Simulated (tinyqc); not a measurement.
Worked calculation: minority-electron transport through the base of a bipolar transistor (Moll-Ross and Kroemer integrals). Computed by tinyqc, a small Python program that keeps every step. Command: `OMP_NUM_THREADS=1 python tinyqc.py 3023505 3023506 out.jsonl base walk`. One thread of a shared host (Intel(R) Xeon(R) Processor @ 2.30GHz), about 0.01 s of CPU time with the checks. Intermediate numbers are printed to about 5 digits and carried at full precision; extremes and crossings named in words are read from the listed rows.

Low injection, one dimension, x from the emitter edge (0) to the collector edge (W), s = x/W. Recombination is treated as a small correction (valid for tau_B well below tau_n), computed from the stored charge.

Inputs (values chosen for the exercise, modelled on silicon):

| quantity | value | unit |
|---|---|---|
| intrinsic density n_i at the emitter edge | 9.1e+09 | 1/cm^3 |
| base doping at the emitter edge N_0 | 7.6e+18 | 1/cm^3 |
| base width W | 570 | nm |
| mu_min | 210 | cm^2/(V s) |
| mu_max | 1360 | cm^2/(V s) |
| N_ref | 1.5e+17 | 1/cm^3 |
| saturation velocity v_s | 0.95 | 1e7 cm/s |
| electron lifetime tau_n | 35 | ns |
| emitter Gummel number G_E | 4.2e+13 | s/cm^4 |
| base-emitter voltage V_BE | 0.63 | V |
| temperature T | 300 | K |

Base doping profile: uniform. Gap grading: none. Exit of the base: saturation velocity.

Constants: k_B = 8.617333262e-05 eV/K; e = 1.602176634e-19 C.

## Profile and built-in field

N(x) = N_0; n_i(x) = n_i; D(x) = (k_B T/e) mu, mu = mu_min + (mu_max - mu_min)/(1 + (N/N_ref)^0.7). Field that drives electrons towards the collector, averaged over the base: (k_B T/e) ln[N_0 n_i(W)^2/(N(W) n_i^2)]/W.

Across the base:

| s | N (1/cm^3) | n_i(x)^2/n_i^2 | D (cm^2/s) | y (s/cm^5) |
|---|---|---|---|---|
| 0.0 | 7.60e+18 | 1 | 7.2192 | 1.0528e+18 |
| 0.2 | 7.60e+18 | 1 | 7.2192 | 1.0528e+18 |
| 0.4 | 7.60e+18 | 1 | 7.2192 | 1.0528e+18 |
| 0.6 | 7.60e+18 | 1 | 7.2192 | 1.0528e+18 |
| 0.8 | 7.60e+18 | 1 | 7.2192 | 1.0528e+18 |
| 1.0 | 7.60e+18 | 1 | 7.2192 | 1.0528e+18 |

drift factor eta (potential drop in k_B T/e) = 0

mean built-in field = 0 kV/cm

## Collector current and transit time

With y(x) = N n_i^2/(D n_i(x)^2): base Gummel number G_B = int_0^W y dx + N(W) n_i^2/(v_s n_i(W)^2); J_C = e n_i^2 exp(e V_BE/k_B T)/G_B; n(x) = (J_C/e)(n_i(x)^2/(N n_i^2)) [int_x^W y dx + the same exit term]; transit time tau_B = (e/J_C) int n dx; trapezoid rule on 401 even points.

base Gummel number G_B = 6.0807e+13 s/cm^4

collector current density J_C = 0.0083632 A/cm^2

base transit time tau_B = 231.03 ps

share of the exit term in G_B = 1.3156 %

mean velocity W/tau_B = 0.024673 1e7 cm/s

Plain diffusion with the D of the emitter edge would take W^2/(2D) = 225 ps, 0.974 times the result.

## Gain and speed

Emitter-limited gain beta_E = G_E/G_B; recombination-limited gain beta_R = tau_n/tau_B; 1/beta = 1/beta_E + 1/beta_R; f_T from the base alone = 1/(2 pi tau_B).

beta_E = 0.69071

beta_R = 151.50

current gain beta = 0.68758

f_T from the base alone = 0.68891 GHz

The gain is limited mainly by hole injection into the emitter (100 % of the base current). Caution: a current gain below 1 is far from a working transistor: the base is too heavily doped or too wide for this emitter and lifetime.

## What grading buys

N(x) = N_0; n_i(x)^2 = n_i^2 exp(s dE_g/k_B T); D(x) = (k_B T/e) mu, mu = mu_min + (mu_max - mu_min)/(1 + (N/N_ref)^0.7).

The same base with other gradings:

| dE_g (meV) | dE_g/k_B T | G_B (s/cm^4) | J_C gain | tau_B (ps) | speed gain |
|---|---|---|---|---|---|
| 0 | 0.000 | 6.0807e+13 | 1.000 | 231.03 | 1.0000 |
| 25 | 0.967 | 3.8764e+13 | 1.569 | 170.96 | 1.3514 |
| 50 | 1.934 | 2.6657e+13 | 2.281 | 132.43 | 1.7445 |
| 75 | 2.901 | 1.9591e+13 | 3.104 | 106.55 | 2.1682 |
| 100 | 3.868 | 1.5206e+13 | 3.999 | 88.42 | 2.6129 |
| 150 | 5.802 | 1.0313e+13 | 5.896 | 65.27 | 3.5396 |
| 200 | 7.736 | 7.7537e+12 | 7.842 | 51.43 | 4.4917 |
| 300 | 11.605 | 5.1713e+12 | 11.758 | 35.96 | 6.4246 |

At 100 meV J_C rises by a factor 4.00 and the transit is 2.61 times faster; at 300 meV the factors are 11.76 and 6.42. For a uniform base without exit term both tend to be linear in dE_g/k_B T, J_C as x/(1 - exp(-x)) and the speed as x/2.

Checks made by the program: transit time against W^2/(D eta) [1 - (1 - exp(-eta))/eta] plus the exit term (relative difference below 1e-10).
